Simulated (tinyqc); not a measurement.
Worked calculation: Born-Oppenheimer dynamics on the UHF/6-311g surface (energies and gradients from PySCF), for H2+, spin multiplicity 2. Computed by tinyqc, a small Python program that keeps every step (integrals from PySCF). Settings: charge = 1, multiplicity = 2, basis = 6-311g, time step (fs) = 1.0, steps = 24. Command: `OMP_NUM_THREADS=1 python tinyqc.py 26796 26797 out.jsonl` (the two numbers bound the seeds that draw the settings). One thread of a shared host (Intel(R) Xeon(R) Processor @ 2.60GHz), about 0.2 s of CPU time with the checks.

positions (bohr):
```
         x       y       z
1H  0.0000  0.0000  0.0000
2H  0.0000  0.0000  1.2416
```

The total energy should stay constant up to terms of order dt^2; the step counts as short enough if it moves by less than 2 % of the largest kinetic energy.

Trajectory:
```
time (fs)  1H-2H (angstrom)  potential (hartree)  kinetic (hartree)  total (hartree)
0.0000               0.6570            -0.529621           0.000079        -0.529542
1.0000               0.7712            -0.566047           0.028140        -0.537907
2.0000               0.9991            -0.589776           0.052774        -0.537002
3.0000               1.2400            -0.585889           0.050510        -0.535379
4.0000               1.4579            -0.573886           0.039115        -0.534771
5.0000               1.6437            -0.562364           0.027723        -0.534641
6.0000               1.7977            -0.553284           0.018636        -0.534648
7.0000               1.9223            -0.546550           0.011873        -0.534677
8.0000               2.0201            -0.541702           0.006999        -0.534703
9.0000               2.0930            -0.538336           0.003615        -0.534721
10.0000              2.1427            -0.536165           0.001433        -0.534732
11.0000              2.1701            -0.535008           0.000270        -0.534738
12.0000              2.1759            -0.534771           0.000032        -0.534739
13.0000              2.1600            -0.535433           0.000698        -0.534736
14.0000              2.1222            -0.537050           0.002323        -0.534727
15.0000              2.0617            -0.539755           0.005042        -0.534713
16.0000              1.9773            -0.543774           0.009083        -0.534692
17.0000              1.8672            -0.549452           0.014789        -0.534663
18.0000              1.7291            -0.557236           0.022598        -0.534638
19.0000              1.5604            -0.567513           0.032842        -0.534672
20.0000              1.3592            -0.579761           0.044797        -0.534964
21.0000              1.1284            -0.589684           0.053689        -0.535995
22.0000              0.8863            -0.583381           0.045404        -0.537977
23.0000              0.6936            -0.544173           0.009691        -0.534482
24.0000              0.6860            -0.541433           0.007743        -0.533690
```

Is the time step short enough?

No. The total energy moves within 8.4e-03 hartree; that is over 2 % of the largest kinetic energy, so the time step is too long.
